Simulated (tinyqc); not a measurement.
Wannier-Stark ladder of a miniband: sweeps and comparisons. A value that a table varies takes the place of the one given here.

One state in each well j = -(Nw - 1)/2 ... (Nw - 1)/2: H_jj = j e F d, H_(j,j+1) = -W/4; 1 kV/cm = 0.01 meV/angstrom. In an infinite chain the levels are j e F d and the state of well 0 has amplitude J_j(x) in size on well j, x = W/(2 e F d).

Constants: hbar = 6.58211957e-16 eV s.

Values chosen for the exercise (near those of a non-polar GaN/AlGaN superlattice; the results hold for these values, not for the real material):

| symbol | value | unit | meaning |
|---|---|---|---|
| W | 43 | meV | miniband width |
| d | 42 | angstrom | period |
| Nw | 11 |  | wells |
| Fs | (13, 18, 24, 34, 52, 88, 190) | kV/cm | fields |
| G | 8 | meV | hbar/tau |
| F | 28 | kV/cm | field |

## Raising the field

Infinite-chain weights beside the middle spacing of the finite stack.

Results:

| F (kV/cm) | e F d (meV) | x | J_0^2 | J_1^2 | J_2^2 | middle spacing/(e F d) |
|---|---|---|---|---|---|---|
| 13 | 5.46 | 3.938 | 0.160 | 0.002 | 0.144 | 1.0501 |
| 18 | 7.56 | 2.844 | 0.041 | 0.156 | 0.231 | 1.0047 |
| 24 | 10.08 | 2.133 | 0.022 | 0.319 | 0.146 | 1.0004 |
| 34 | 14.28 | 1.506 | 0.259 | 0.312 | 0.055 | 1.0000 |
| 52 | 21.84 | 0.984 | 0.596 | 0.189 | 0.012 | 1.0000 |
| 88 | 36.96 | 0.582 | 0.841 | 0.078 | 0.002 | 1.0000 |
| 1.9e+02 | 79.80 | 0.269 | 0.964 | 0.018 | 0.000 | 1.0000 |

How do the results move?

J_0 vanishes at x = 2.405, F = 21.3 kV/cm, where the line at j = 0 disappears; J_0^2 overtakes J_1^2 for good at x = 1.435, F = 35.7 kV/cm, and reaches 0.96 in the last row. The 11 wells reproduce the middle spacing of the even ladder to 1 % from 18 kV/cm on, where the swing W/(e F d) = 2x is 5.7 periods. The lines are seen apart only where e F d exceeds their width, usually a few meV.

## Drift velocity with scattering

Esaki-Tsu: v = v0 y/(1 + y^2), y = e F d/G, v0 = W d/(2 hbar), at zero temperature; 1 angstrom/s = 1e-8 cm/s, 1 kV/cm = 0.01 meV/angstrom. The last column is dv/dF in cm^2/(V s).

Results:

| y | F (kV/cm) | v (1e6 cm/s) | dv/dF |
|---|---|---|---|
| 0.1 | 1.90 | 1.36 | 699 |
| 0.3 | 5.71 | 3.78 | 552 |
| 0.6 | 11.43 | 6.05 | 249 |
| 1.0 | 19.05 | 6.86 | 0 |
| 1.5 | 28.57 | 6.33 | -85 |
| 2.5 | 47.62 | 4.73 | -72 |
| 4.0 | 76.19 | 3.23 | -37 |

v0 = 13.72 x 1e6 cm/s
field at y = 1 = 19.05 kV/cm

What does this show, and why?

The velocity peaks at v0/2 = 6.86 x 1e6 cm/s at 19.05 kV/cm and then falls: negative differential velocity, steepest at y = sqrt3 with -v0/(8 Fc) = -90 cm^2/(V s). The low-field mobility is v0/Fc = 720 cm^2/(V s). At the peak the swing is W/G = 5.4 periods, so the semiclassical picture holds.

## What each parameter does

e F d, x, J_0(x)^2 and the lowest level of the finite stack. Each row changes one parameter from the base and keeps the others.

Results:

| case | e F d (meV) | x | J_0^2 | lowest level (meV) |
|---|---|---|---|---|
| base | 11.76 | 1.828 | 0.105 | -66.38 |
| W = 54 meV | 11.76 | 2.296 | 0.003 | -69.74 |
| d = 34 angstrom | 9.52 | 2.258 | 0.006 | -56.23 |
| F = 19.6 kV/cm | 8.23 | 2.612 | 0.010 | -50.51 |
| Nw = 13 | 11.76 | 1.828 | 0.105 | -78.14 |

What does this show?

The largest shifts from the base row, up to three for each result and ties (the steps differ in size, so this ranks the rows, not the parameters). e F d (meV): F -3.53, d -2.24; unchanged at the printed digits by W and Nw. x: F +0.784, W +0.468, d +0.430; unchanged at the printed digits by Nw. J_0^2: W -0.101, d -0.099, F -0.094; unchanged at the printed digits by Nw. lowest level (meV): F +15.87, Nw -11.76, d +10.15.

tinyqc: `OMP_NUM_THREADS=1 python tinyqc.py 1250586 1250587 out.jsonl`; about 0.01 s, one thread, shared Intel(R) Xeon(R) Processor @ 2.30GHz.
